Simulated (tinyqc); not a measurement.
Worked calculation: Gupta-type many-body potential for a metal. Computed by tinyqc, a small Python program that keeps every step. Command: `OMP_NUM_THREADS=1 python tinyqc.py 3015491 3015492 out.jsonl gupta walk`. One thread of a shared host (Intel(R) Xeon(R) Processor @ 2.30GHz), about 0.02 s of CPU time with the checks. Intermediate numbers are printed to about 6 digits and carried at full precision; extremes and crossings named in words are read from the listed rows.

E_i = sum_j A exp(-p (r_ij/r0 - 1)) - xi rho_i^gamma, with rho_i = sum_j exp(-2 q (r_ij/r0 - 1)); gamma = 1/2 is the tight-binding second-moment form. The crystal is fcc unless stated; d is the neighbour distance and a fixed number of shells is kept.

Inputs (values chosen for the exercise, modelled on palladium):
```
quantity,value,unit
repulsion A,0.178,eV
hopping xi,1.69,eV
decay p,10.8,-
decay q,3.82,-
reference distance r0,2.749,angstrom
shells kept,5,-
embedding exponent gamma,0.5,-
```

Surface: (100).

Constants: 1 eV/angstrom^3 = 160.2176634 GPa; 1 eV/angstrom^2 = 16.02176634 J/m^2.

## Equilibrium of the fcc crystal

fcc shells: d sqrt(k), k = 1..5, with 12, 6, 24, 12, 24 atoms; Omega = d^3/sqrt2. Equilibrium: dE/dd = 0; B = d^2 E''(d)/(9 Omega).

neighbour distance d = 2.75363 angstrom

lattice constant = 3.89423 angstrom

cohesive energy E_c = 3.78962 eV

bulk modulus B = 191.195 GPa

## Shell terms at equilibrium

Repulsion and density of one neighbour in each shell, and their sums.

Shells:
```
shell,count,r (angstrom),repulsion (eV),density
1,12,2.75363,1.74788e-01,9.87202e-01
2,6,3.89423,1.97887e-03,4.14691e-02
3,24,4.76943,6.35517e-05,3.64216e-03
4,12,5.50727,3.50126e-06,4.68600e-04
5,24,6.15731,2.72339e-07,7.69496e-05
```

repulsive energy = 2.11091 eV

density rho = 12.1901

The band term is -xi rho^gamma = -5.9005 eV; with the repulsion it gives -E_c.

## Unrelaxed vacancy

Each neighbour j of the vacancy loses one repulsive term and one density term: E_v = sum_shells count x {-repulsion - xi [(rho - density)^gamma - rho^gamma]}. (The removed atom returns to a bulk-like site, so its own energy cancels.)

vacancy energy E_v = 0.899932 eV

ratio E_v/E_c, E_c = xi rho^gamma less the repulsive energy = 0.237473

A pair potential gives E_v = E_c; here the ratio is 0.24, as the remaining bonds of the neighbours strengthen when one is lost.

## Elastic constants

Second derivatives of E/Omega at equilibrium under homogeneous strain: e_xx = h gives C11; e_xx = -e_yy = h gives 2 (C11 - C12); e_xy = e_yx = h/2 gives C44.

C11 = 224.465 GPa

C12 = 174.561 GPa

C44 = 67.3784 GPa

Cauchy pressure C12 - C44 = 107.182 GPa

C12/C44 = 2.59; pair forces would give 1. The excess comes from the curvature of the embedding term.

## The (100) surface

Cut the crystal without relaxation; an atom in layer l keeps the neighbours that lie below the surface plane. Excess = E_i + E_c. Surface energy = sum of excesses over the layers, divided by the area per surface atom: (sqrt3/2) d^2 for (111), d^2 for (100), sqrt2 d^2 for (110).

Layers:
```
layer,nearest neighbours,repulsion (eV),rho,excess (eV)
1,8,1.40900,8.1537,3.72889e-01
2,12,2.10866,12.1319,1.18591e-02
3,12,2.11091,12.1898,7.34047e-05
```

excess per surface atom = 0.384821 eV

surface energy = 0.813124 J/m^2

## Three surfaces against bond counting

Bond counting with pair bonds charges E_c/12 for each missing nearest neighbour: 3, 4 and 6 per surface cell.

Surfaces:
```
face,missing bonds,excess (eV),bond counting (eV),ratio,surface energy (J/m^2)
(111),3,0.283135,0.94740,0.298854,0.690814
(100),4,0.384821,1.26321,0.304638,0.813124
(110),6,0.604580,1.89481,0.319072,0.903309
```

The order of surface energies is (111) < (100) < (110), with (110)/(111) = 1.308 against 1.225 from counting first-neighbour bonds. The excess is 0.30 to 0.32 of the bond-counting value: atoms with fewer neighbours have stronger bonds. Further shells enter the excess but not the count. Caution: relaxation, left out here, lowers surface energies. Caution: fitted second-moment potentials usually give surface energies well below measured ones.

## Energy against coordination

Nearest neighbours only, z equal bonds relaxed to their best length: r/r0 = 1 + ln[A p z^(1 - gamma)/(2 q gamma xi)]/(p - 2 q gamma), E = z A exp(-p (r/r0 - 1)) - xi [z exp(-2 q (r/r0 - 1))]^gamma.

Relaxed bonds:
```
z,r (angstrom),E per atom (eV),E/z (eV)
1,2.27190,-2.11956,-2.11956
2,2.40840,-2.47963,-1.23981
3,2.48824,-2.71798,-0.90599
4,2.54489,-2.90087,-0.72522
6,2.62473,-3.17971,-0.52995
8,2.68138,-3.39367,-0.42421
9,2.70458,-3.48536,-0.38726
12,2.76123,-3.71988,-0.30999
```

Bonds lengthen from 2.272 to 2.761 angstrom between z = 1 and 12, and |E| grows as z^0.226, the exponent gamma (p - 2q)/(p - 2 q gamma) = 0.226; pair bonds would give z^1 at a fixed length.

Checks made by the program: sum of the shell terms (relative difference below 1e-10); (C11 + 2 C12)/3 against B (relative difference 5e-10).
